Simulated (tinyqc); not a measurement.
Koster-Slater impurity in a tight-binding band, by Green functions and by supercells: one step, computed by the program tinyqc.

One orbital per site, e(k) = -2 t sum cos(k_i) over 1 direction(s), band from -2 t to 2 t, lattice constant 1. One site has the extra energy U. Spin is left out.

Task: The level in the supercell. In a periodic cell of N sites along each direction with Bloch vector K, the level solves 1/U = N^-d sum_k 1/(E - e(k)), k_i = (2 pi m_i + K_i)/N, m_i = 0..N-1; the outermost root on the side of U is taken (bisection). d is the number of directions. Gamma means K_i = 0, the zone corner K_i = pi, the quarter point K_i = pi/2. The error is measured against the isolated level E_b.

Inputs (values chosen for the exercise, for a model band): hopping t = 1.4 eV; impurity potential U = -0.629 eV; supercell edge N = 8 sites.

Lattice: chain.

level E_b = -2.869781 eV

Give: level at Gamma; level at the corner; level at the quarter point; error at Gamma; width between Gamma and the corner.

Result:

level at Gamma = -2.9076 eV

level at the corner = -2.7746 eV

level at the quarter point = -2.8605 eV

error at Gamma = -0.037855 eV

width between Gamma and the corner = 0.13300 eV

Images turn the level into a band 0.133 eV wide; the quarter point misses the isolated level by 0.0093 eV, far less than Gamma, because the leading hopping between images averages out there.
